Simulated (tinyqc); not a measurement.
Inside a calculation: averaged masses of warped heavy- and light-hole bands. Values are carried at full precision from step to step, so a last printed digit may differ when a step is redone from the rounded ones.

Constants: Ry = 13.60569312 eV; a0 (Bohr radius) = 0.5291772105 angstrom; kB = 8.617333262e-05 eV/K; hbar^2/2m0 = 3.80998211 eV angstrom^2.

Inputs chosen for the exercise (near those of InAs; shifted at random, so the results belong to these values and not to a real crystal): g1 = 20.02 (Luttinger gamma1); g2 = 8.49 (gamma2); g3 = 9.19 (gamma3); eps = 15.04 (dielectric constant); mso = 0.085 m0 (split-off mass); Dso = 0.39 eV (spin-orbit splitting); T = 300 K (temperature).

## Other forms of the parameters

Dresselhaus-Kip-Kittel form E = c [A k^2 -/+ sqrt(B^2 k^4 + C^2 (kx^2 ky^2 + ky^2 kz^2 + kz^2 kx^2))] with A = g1, B = 2 g2, C^2 = 12 (g3^2 - g2^2). Spherical form: mu = (6 g3 + 4 g2)/(5 g1), delta = (g3 - g2)/g1, masses 1/(g1 (1 -/+ mu)). Effective rydberg R* = Ry/(g1 eps^2) and radius a* = a0 g1 eps.

A, B, |C|: [20.020, 16.980, 12.187]

mu, delta: [0.8901, 0.0350]

spherical masses, heavy and light (m0): [0.4545, 0.0264]

R* = 3.00 meV
a* = 159.3 angstrom

delta/mu = 0.04 measures the warping against the spherical splitting.

## Masses along six directions

Four-band hole energies E = c k^2 f(u), c = hbar^2/2m0, f = g1 -/+ 2 sqrt(g2^2 + 3 (g3^2 - g2^2) s), s = ux^2 uy^2 + uy^2 uz^2 + uz^2 ux^2 for the unit vector u; minus for heavy, plus for light holes; the mass along u is 1/f.

Give s and both masses.

Masses (m0):
```
direction        s   heavy   light
[100]      0.00000  0.3289  0.0270
[110]      0.25000  0.5051  0.0263
[111]      0.33333  0.6098  0.0260
[210]      0.16000  0.4248  0.0265
[211]      0.25000  0.5051  0.0263
[331]      0.27424  0.5318  0.0262
```

The heavy mass grows by a factor of 1.85 from [100] to [111] while the light one shrinks by 4 %; 1/m_heavy + 1/m_light = 2 g1 in every direction.

## Density-of-states masses from three directions

m_d^(3/2) is the angular mean of m(u)^(3/2). The rule mean = (10 F[100] + 16 F[110] + 9 F[111])/35 is exact for cubic harmonics up to sixth order. Total m_d = (m_h^(3/2) + m_l^(3/2))^(2/3).

m^(3/2):
```
direction    heavy    light
[100]      0.18866  0.00444
[110]      0.35898  0.00426
[111]      0.47614  0.00420
```

m_d heavy, light (m0): [0.4876, 0.0264]

total = 0.4917 m0
share of light holes = 1.2 %

## Averages on a grid

Grid: n x n midpoints in cos(theta) from 0 to 1 and phi from 0 to pi/2, equal weights. m_d = <f^(-3/2)>^(2/3). Conductivity mass for one scattering time: 1/m_c = <|w|^2 f^(-5/2)>/<f^(-3/2)> with w = grad_k(k^2 f)/(2 k), that is |w|^2 = f^2 + |angular gradient of f|^2/4.

Use n = 40.

m_d heavy, light (m0): [0.4716, 0.0264]

m_c heavy, light (m0): [0.4194, 0.0264]

The three-direction rule differs from the grid by +3.38 % for heavy holes. Warping makes m_c of the heavy holes 11 % smaller than m_d; on a sphere the two are equal.

## Effective density of states

Nv = 2 (kT/(4 pi c))^(3/2) [m_h^(3/2) + m_l^(3/2) + mso^(3/2) exp(-Dso/kT)], c = hbar^2/2m0, parabolic bands, m_h and m_l the density-of-states masses from the grid; 1 angstrom^-3 = 1e24 cm^-3.

prefactor = 2.5094e+19 cm^-3

the three terms: [0.32386, 0.00430, 0.00000]

Nv = 8.235e+18 cm^-3

shares (%): [98.7, 1.3, 0.0]

kT/Dso = 0.07, small enough for the four-band form.

## Checks

- m_d and m_c of heavy holes for g2 = g3 against 1/(g1 - 2 g3): they agree to 1e-10 or better.
- m_d of heavy holes on grids of 40 and 160: both 0.4716.

Computed by tinyqc, a small Python program: `OMP_NUM_THREADS=1 python tinyqc.py 1050858 1050859 out.jsonl` (the numbers bound the seed that draws the inputs); one thread of a shared host (Intel(R) Xeon(R) Processor @ 2.30GHz), about 0.03 s for the whole set of steps.
